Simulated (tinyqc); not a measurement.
MESFET, gradual channel with velocity saturation: depletion, velocity and field along the channel.

A uniformly doped n-type channel, depleted from the top by a Schottky gate; at channel potential V the depleted share of a is u = sqrt((Vbi - Vg + V)/Vp), s at the source. Electrons drift with v = mu E/(1 + mu E/vsat). Abrupt depletion edge, no series resistance, source at 0.

Vbi = phiB - Vt ln(Nc/Nd); Vp = q Nd a^2/(2 eps0 eps_r); G0 = q mu Nd a W/L; Z = mu Vp/(vsat L); s = sqrt((Vbi - Vg)/Vp). I = (G0 Vp/3) F/(1 + Z (u^2 - s^2)), F = 3 (u^2 - s^2) - 2 (u^3 - s^3), with u at V = Vd; Z = 0 gives constant mobility, for which u stops at 1. At channel potential V: y/L = (G0 Vp/3) F(u)/I - Z V/Vp, v = vsat I Z/(G0 Vp (1 - u)), E = (vsat/mu) w/(1 - w) with w = v/vsat.

Values chosen for this exercise; material values close to those of gallium arsenide:
- T = 325 K (temperature)
- eps_r = 13 (relative permittivity of the semiconductor)
- Nc = 5.03e17 cm^-3 (conduction-band density of states at T)
- Nd = 3.9e16 cm^-3 (donor density of the channel)
- a = 210 nm (channel thickness)
- mu = 4200 cm^2/(V s) (low-field mobility at this doping)
- vsat = 1.2e7 cm/s (saturation velocity)
- L = 5 um (gate length)
- W = 100 um (gate width)
- phiB = 0.61 V (Schottky barrier)
- Vg = 0 V (gate voltage)
- Vd = 0.28 V (drain voltage)

Constants: q = 1.602176634e-19 C, kB = 1.380649e-23 J/K, Vt = kB T/q, eps0 = 8.8541878128e-14 F/cm where lengths are in cm. Results are converted to the units shown.

Along the channel:
```
V (V)	u	y/L	v (cm/s)	E (kV/cm)
0	0.6707	0.000	1.484e6	0.4032
0.0467	0.6991	0.220	1.624e6	0.4473
0.0933	0.7264	0.417	1.787e6	0.4998
0.14	0.7528	0.594	1.977e6	0.5637
0.1867	0.7783	0.749	2.205e6	0.6430
0.2333	0.8029	0.884	2.480e6	0.7443
0.28	0.8269	1.000	2.823e6	0.8788
```

From source to drain the open share 1 - u falls from 0.329 to 0.173, so the velocity rises by a factor of 1.90, to 0.235 vsat, and the field by 2.18. Half of Vd drops over the last 41 % of the gate length.

Numbers from tinyqc (`OMP_NUM_THREADS=1 python tinyqc.py 2500118 2500119 out.jsonl`; about 0.06 s on one thread of a shared Intel Xeon 2.30GHz).
